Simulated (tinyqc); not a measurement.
Lattice vibrations of a chain, step by step. One step of it, computed by the program tinyqc.

Task: Dynamical matrix at q = 0.42. q is in units of 2 pi/a. A spring k from atom i to atom j, n cells on, adds k to Phi_ii and Phi_jj, -k exp(2 pi i q n) to Phi_ij and the conjugate to Phi_ji (for one atom a cell: 2k (1 - cos 2 pi q n)); D_ij = Phi_ij / sqrt(m_i m_j).

A chain moving along its axis:
```
atom                mass (u)  spring to the next atom (eV/angstrom^2)
1                  90.800000                                14.900000
2                  43.400000                                12.200000
second neighbours          -                                 1.900000
```

Give: D(q).

Result:

D(q) (eV/(angstrom^2 u)):
```
[[0.377, -0.067+0.094i],
 [-0.067-0.094i, 0.789]]
```
